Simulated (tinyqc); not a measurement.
Gas flow in a process chamber: flow regimes, conductance, effective pumping speed, pump-down, outgassing and purge: one step, computed by the program tinyqc.

Ideal gas, isothermal flow, a pump of constant speed at the end of a round pipe; process gas, volume gas and outgassing are given the same properties. 1 sccm = 101325 Pa x 1e-6 m^3/60 s x T/273.15 K.

Question. Purging a well-mixed chamber. With steady flow a contaminant decays as exp(-t/residence time); gas used = flow x time.

Inputs (values chosen for the exercise, modelled on oxygen near room temperature): temperature T = 350 K; process gas flow = 69 sccm.

residence time = 2.924889 s

Give: time to dilute 1e3 times; time to dilute 1e6 times; gas used for 1e6.

Answer.

time to dilute 1e3 times = 20.20 s

time to dilute 1e6 times = 40.41 s

gas used for 1e6 = 46.47 standard cm^3
